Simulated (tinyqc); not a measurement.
Convergence with the energy grid: electron mobility of a polar semiconductor by Rode's iterative solution of the Boltzmann equation. Computed by tinyqc, a small Python program. Command: `OMP_NUM_THREADS=1 python tinyqc.py 3011717 3011718 out.jsonl rode sweep`. One thread of a shared host (Intel(R) Xeon(R) Processor @ 2.30GHz), about 0.03 s of CPU time with the checks.

The distribution is f(E) + e F l(E) (-df/dE) cos(theta) for a weak field F, theta counted from the force; l(E) is a mean free path. Elastic processes enter by their momentum rate, polar optical phonons by out- and in-scattering terms. One valley only: where upper valleys lie close, measured mobilities are lower. The density n is prescribed, even where a narrow-gap material would have more intrinsic carriers.

Inputs (values chosen for the exercise, for a model polar semiconductor):

| quantity | value | unit |
|---|---|---|
| effective mass m | 0.5 | m_0 |
| static permittivity eps_s | 11.9 | - |
| high-frequency permittivity eps_inf | 8.99 | - |
| density rho | 3230 | kg/m^3 |
| sound velocity v_l | 6120 | m/s |
| acoustic deformation potential D_A | 6.2 | eV |
| optical phonon energy hbar w | 73.7 | meV |
| piezoelectric coupling K | 0.1 | - |
| electron density n | 1.5e+17 | 1/cm^3 |
| compensation ratio C | 0 | - |
| temperature T | 350 | K |
| iteration cap | 200 | - |

Band: parabolic. Elastic processes: acoustic, piezoelectric, impurity.

Constants: k_B = 8.617333262e-05 eV/K; m_0 = 9.1093837015e-31 kg; e = 1.602176634e-19 C; hbar = 1.054571817e-34 J s; eps_0 = 8.8541878128e-12 F/m; k_B = 1.380649e-23 J/K; hbar = 6.582119569e-16 eV s.

Method:
- Parabolic band: E = hbar^2 k^2/(2 m), speed v = hbar k/m, states per spin, volume and energy g(E) = m k/(2 pi^2 hbar^2). Masses are multiplied by m_0 and all formulas are in SI units.
- The reduced Fermi level eta = E_F/(k_B T) solves n = 2 Z int g f dE with f = 1/(1 + exp(x - eta)) (Z = 1 unless valleys are given); screening length L_s = sqrt(eps_s eps_0 k_B T/(e^2 dn/deta)), dn/deta = 2 Z int g f (1 - f) dE.
- Integrals over x = E/(k_B T) use 160 Gauss-Legendre points in u = sqrt(x) from 0 to sqrt(max(eta, 0) + 32).
- N_I = n (1 + C)/(1 - C).
- Phonon occupation N_q = 1/(exp(hbar w/(k_B T)) - 1).
- Acoustic deformation potential (elastic, equipartition, absorption and emission together): 1/tau = 2 pi k_B T D_A^2 g(E)/(hbar rho v_l^2).
- Piezoelectric (elastic, unscreened, momentum relaxation): 1/tau = e^2 K^2 k_B T m (1 + 2 alpha E)/(2 pi eps_s eps_0 hbar^3 k), with alpha = 0 for a parabolic band.
- Singly charged impurities, momentum relaxation: 1/tau = N_I e^4 m (1 + 2 alpha E) Phi/(8 pi (eps_s eps_0)^2 hbar^3 k^3), with alpha = 0 for a parabolic band.
- Brooks-Herring: Phi = ln(1 + b) - b/(1 + b), b = 4 k^2 L_s^2.
- Polar optical, unscreened: W = e^2 w (1/eps_inf - 1/eps_s) m (1 + 2 alpha E') ln|(k + k')/(k - k')| / (4 pi eps_0 hbar^2 k), times N_q for absorption (E' = E + hbar w) and N_q + 1 for emission (E' = E - hbar w > 0), with alpha = 0 for a parabolic band; mean cosine of the angle <cos> = (k^2 + k'^2)/(2 k k') - 1/ln|(k + k')/(k - k')|.
- Energy grid E_j = (j + 1/2) hbar w/s, j = 0, 1, ..., up to (max(eta, 0) + 18) k_B T, so that E_j +/- hbar w are grid points; l = 0 beyond the grid; integrals are sums times the spacing.
- With f' = f(E'): out-scattering S_o = sum over absorption and emission of W (1 - f')/(1 - f); nu = sum of elastic rates; the in-scattering weights are c+ = W_abs <cos> (1 - f')/(1 - f) for E' = E + hbar w and c- likewise for emission.
- Iteration: l_new(E) = [v(E) + c+ l(E + hbar w) + c- l(E - hbar w)]/(nu + S_o), from l = 0.
- mu = e sum g v l f (1 - f) / (3 k_B T sum g f) over the grid; stop when mu changes by less than 1e-8 of itself.
- Self-energy RTA: l = v/(nu + S_o), the first iteration. Momentum RTA: l = v/(nu + S_o - c+ v(E + hbar w)/v - c- v(E - hbar w)/v), listed only where the denominator is positive on the whole grid. The polar-only value solves the same system with nu = 0; the elastic value takes l = v/nu.

One run for each value:

| grid points per phonon energy s | mobility mu (cm^2/(V s)) | polar-phonon mobility (cm^2/(V s)) | elastic mobility (cm^2/(V s)) |
|---|---|---|---|
| 2 | 245.36 | 602.34 | 494.38 |
| 4 | 246.98 | 602.69 | 503.58 |
| 6 | 250.04 | 607.67 | 509.37 |
| 10 | 252.62 | 612.50 | 513.53 |
| 16 | 253.93 | 615.27 | 515.48 |
| 24 | 254.58 | 616.74 | 516.38 |
| 40 | 255.03 | 617.85 | 516.97 |

What does the table show, and why?

Over the rows, mobility mu (cm^2/(V s)) rises from 245 to 255 (exponent d ln y / d ln x 0.0095 between the first rows and 0.0035 between the last); polar-phonon mobility (cm^2/(V s)) rises from 602 to 618 (exponent d ln y / d ln x 8.2e-4 between the first rows and 0.0035 between the last); elastic mobility (cm^2/(V s)) rises from 494 to 517 (exponent d ln y / d ln x 0.027 between the first rows and 0.0022 between the last). Against the finest grid, mu is off by -3.8 % in the first row and -0.18 % in the last but one.

Caution (rows 2): the energy grid is coarser than k_B T, so the mobilities carry a noticeable discretisation error.
